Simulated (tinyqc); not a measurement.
Optical gain and spontaneous emission in a bulk direct-gap semiconductor, step by step. Values are carried at full precision from step to step, so a last printed digit may differ when a step is redone from the rounded ones.

F_j(eta) = (1/Gamma(j + 1)) integral_0^infinity x^j dx/(1 + exp(x - eta)), which tends to exp(eta) for eta << 0.

Quasi-Fermi levels: n = Nc F_1/2(Fc/kT) and p = Nv F_1/2(Fv/kT), Fc counted up from the conduction edge and Fv down from the valence edge; Nc, Nv from N = 2 (m kB T/(4 pi c))^(3/2) with c = hbar^2/2m0, in 1/angstrom^3; times 1e24 for 1/cm^3, with me and (mhh^(3/2) + mlh^(3/2))^(2/3).

Constants: hbar^2/2m0 = 3.80998211 eV angstrom^2; kB = 8.617333262e-05 eV/K; fine-structure constant alpha = 0.007297352564; hbar = 6.58211957e-16 eV s; hbar c = 1973.269805 eV angstrom.

Values chosen for the exercise (near those of GaN; the results hold for these values, not for the real material): me = 0.1995 m0 (electron mass); mhh = 1.399 m0 (heavy-hole mass); mlh = 0.2932 m0 (light-hole mass); n = 1.1e+19 1/cm^3 (injected density, n = p); T = 300 K; Eg = 3.478 eV (direct gap); Ep = 17.4 eV (Kane energy); nr = 2.59 (refractive index); E = 3.545 eV (photon energy).

## Quasi-Fermi levels

Solve for Fc and Fv.

kT = 0.025852 eV
Nc = 2.236e+18 1/cm^3
Nv = 4.551e+19 1/cm^3
Fc = 0.0834 eV
Fv = -0.0345 eV
Fc + Fv = 0.0489 eV

The separation of the quasi-Fermi levels exceeds the gap, so photons between Eg and Eg + (Fc + Fv) see gain. The quasi-Fermi level of the electrons lies inside the band, that of the holes in the gap.

## Absorption of the empty crystal

Parabolic bands, vertical transitions, no excitons. For each hole band j: mr = me mj/(me + mj); joint density of states J_j(E) = (mr/c)^(3/2) sqrt(E - Eg)/(2 pi^2), both spins, c = hbar^2/2m0; averaged matrix element |e.p|^2 = m0 Ep/6; alpha_j(E) = 4 pi^2 alpha_f c Ep J_j/(3 nr E) in 1/angstrom (alpha_f the fine-structure constant, listed as alpha among the constants), times 1e8 for 1/cm.

Evaluate at E for heavy and light holes.

mr, J and alpha of each hole band:
```
hole   mr (m0)  J (1/(eV angstrom^3))  alpha (1/cm)
heavy  0.17460              0.0001286        8919.8
light  0.11872              7.213e-05        5001.1
```

The heavy-hole band gives 64 % of the total, 13921 1/cm.

## Occupations and gain at E

For band j the electron sits at Ee = (E - Eg) mr/me above its edge and the hole at Eh = (E - Eg) mr/mj; fe = 1/(1 + exp((Ee - Fc)/kT)), fh = 1/(1 + exp((Eh - Fv)/kT)); gain g = sum_j alpha_j (fe + fh - 1).

Use mr and alpha from the table.

Energies, occupations and gain of each hole band:
```
hole   Ee (eV)  Eh (eV)     fe     fh  g (1/cm)
heavy   0.0586   0.0084  0.723  0.160     -1043
light   0.0399   0.0271  0.844  0.084      -360
```

total gain = -1403 1/cm

E - Eg = 0.0670 eV is above Fc + Fv = 0.0489 eV, so both bands give loss (Bernard-Duraffourg).

## Spontaneous emission

Spontaneous rate: R = integral of (nr E/(hbar c))^2/(pi^2 hbar) sum_j alpha_j fe fh dE, with alpha in 1/cm and (nr E/(hbar c))^2 in 1/cm^2 (1e16 per 1/angstrom^2); B = R/(n p); lifetime n/R.

Integrate over photon energy.

R = 5.44e+27 1/(cm^3 s)
B = 4.50e-11 cm^3/s
radiative lifetime = 2.02 ns

## Checks

- B at n = 1e13 1/cm^3 against the van Roosbroeck-Shockley value from alpha and ni^2 (cm^3/s): both 6.44e-11.

tinyqc: `OMP_NUM_THREADS=1 python tinyqc.py 1680277 1680278 out.jsonl`; about 0.1 s, one thread, shared Intel(R) Xeon(R) Processor @ 2.30GHz.
